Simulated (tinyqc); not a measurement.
# Density of surface states from the Kelvin-probe reading

Inverse problem. n-type bulk, xi = Ec - EF = Vt ln(Nc/Nd), p0 = ni^2/Nd, ni = sqrt(Nc Nv) exp(-Eg/(2 Vt)), Eg in volts. b is the upward band bending, u = b/Vt. Space charge per area, in units of q: Qc = sign(b) sqrt((2 eps0 eps_r Vt/q) [(Nd + dn)(exp(-u) - 1) + Nd u + (p0 + dn)(exp(u) - 1)]), with dn the excess density under light (flat quasi-Fermi levels; 0 in the dark). The states hold -Ds (E0 - xi - b): negative while the Fermi level lies above the neutrality level. Neutrality: Qc + Qf + (charge of the states) = 0. Work function chi + xi + b; contact potential difference CPD = (work function of the sample) - pt. Find b, Qc and Ds.

Values chosen for this exercise; band and dielectric values close to those of 4H silicon carbide:
```
symbol,value,unit,meaning
T,300,K,temperature
Eg,3.31,eV,band gap
eps_r,9.88,,relative permittivity
Nc,1.7e19,cm^-3,conduction-band density of states at T
Nv,2.52e19,cm^-3,valence-band density of states at T
chi,3.66,eV,electron affinity
Nd,1.5e16,cm^-3,donor density
Qf,2.3e11,cm^-2,fixed positive charge at the surface
pt,4.75,eV,work function of the probe tip
E0,0.67,eV,depth of their neutrality level below the conduction edge
```

Constants: q = 1.602176634e-19 C, kB = 1.380649e-23 J/K, Vt = kB T/q, eps0 = 8.8541878128e-14 F/cm where lengths are in cm. Results are converted to the units shown.

CPD = -534.33012 mV

Solution. The CPD gives b, b gives Qc, and neutrality gives Ds.

b = 0.3739 V
Qc = 2.388e11 cm^-2
Ds = 4.100e12 cm^-2 eV^-1

Program tinyqc, `OMP_NUM_THREADS=1 python tinyqc.py 2430110 2430111 out.jsonl`; Intel Xeon 2.30GHz, shared host, one thread, about 0.01 s.
